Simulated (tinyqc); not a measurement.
What each parameter does: six-band Luttinger-Kohn model with strain.

Six-band Luttinger-Kohn model in the basis |3/2,3/2>, |3/2,1/2>, |3/2,-1/2>, |3/2,-3/2>, |1/2,1/2>, |1/2,-1/2>, electron energies, zero at the top of the unstrained valence band. H = -[rows: (P+Q, -S, R, 0, -S/r2, r2 R); (-S*, P-Q, 0, R, -r2 Q, r32 S); (R*, 0, P-Q, S, r32 S*, r2 Q); (0, R*, S*, P+Q, -r2 R*, -S*/r2); (-S*/r2, -r2 Q, r32 S, -r2 R, P+Dso, 0); (r2 R*, r32 S*, r2 Q, -S/r2, 0, P+Dso)], r2 = sqrt(2), r32 = sqrt(3/2). Levels are twofold.

P = c g1 k^2 - av tr(e); Q = c g2 (kx^2 + ky^2 - 2 kz^2) - (b/2)(exx + eyy - 2 ezz); R = c sqrt3 [-g2 (kx^2 - ky^2) + 2i g3 kx ky] + (sqrt3/2) b (exx - eyy) - i d exy; S = 2 c sqrt3 g3 (kx - i ky) kz - d (exz - i eyz); c = hbar^2/2m0, e the strain tensor (not engineering shear).

s11 = (C11 + C12)/((C11 - C12)(C11 + 2 C12)), s12 = -C12/((C11 - C12)(C11 + 2 C12)), s44 = 1/C44; exx = s11 sxx + s12 (syy + szz) and cyclic, exy = s44 sxy/2; tension is positive. A uniaxial stress X along the unit vector n is s_ij = X n_i n_j.

Constants: hbar^2/2m0 = 3.80998211 eV angstrom^2.

Inputs chosen for the exercise (near those of Si; not measured data): Dso = 0.044 eV (spin-orbit splitting); g1 = 4.33 (Luttinger gamma1); g2 = 0.34 (gamma2); g3 = 1.43 (gamma3); av = 2.49 eV (valence hydrostatic potential); b = -2.13 eV (tetragonal shear potential); d = -4.76 eV (trigonal shear potential); C11 = 160.8 GPa; C12 = 67.7 GPa; C44 = 78.1 GPa; load = uniaxial [110] (kind of stress); X = -1.32 GPa (stress).

Edges at k = 0 under a uniaxial [110] stress X and the curvature mass of the top pair along [110] (step 0.0002 1/angstrom).

One parameter was then changed.

Results before and after:

| case | top (eV) | second (eV) | third (eV) | mass (m0) |
|---|---|---|---|---|
| base | 0.0288 | -0.0353 | -0.0707 | 0.116 |
| changed | 0.0310 | -0.0331 | -0.0685 | 0.116 |

Which of these changes was made? (a) b = -2.556 eV; (b) Dso = 0.053 eV; (c) av = 1.992 eV; (d) g1 = 5.196; (e) d = -3.808 eV; (f) g3 = 1.716; (g) C11 = 128.64 GPa.

Answer: (c) av = 1.992 eV. Of the candidates, run in turn, only this one gives the changed row.

All candidates:

| case | top (eV) | second (eV) | third (eV) | mass (m0) |
|---|---|---|---|---|
| base | 0.0288 | -0.0353 | -0.0707 | 0.116 |
| g1 = 5.196 | 0.0288 | -0.0353 | -0.0707 | 0.105 |
| g3 = 1.716 | 0.0288 | -0.0353 | -0.0707 | 0.106 |
| av = 1.992 eV | 0.0310 | -0.0331 | -0.0685 | 0.116 |
| b = -2.556 eV | 0.0316 | -0.0351 | -0.0738 | 0.116 |
| C11 = 128.64 GPa | 0.0350 | -0.0345 | -0.0819 | 0.116 |
| d = -3.808 eV | 0.0224 | -0.0307 | -0.0690 | 0.117 |
| Dso = 0.053 eV | 0.0275 | -0.0355 | -0.0783 | 0.117 |

The Luttinger parameters multiply k^2 and cannot move the edges; av shifts all edges alike and leaves the mass.

Computed by tinyqc, a small Python program: `OMP_NUM_THREADS=1 python tinyqc.py 1050726 1050727 out.jsonl` (the numbers bound the seed that draws the inputs); one thread of a shared host (Intel(R) Xeon(R) Processor @ 2.30GHz), about 0.06 s for the whole set of steps.
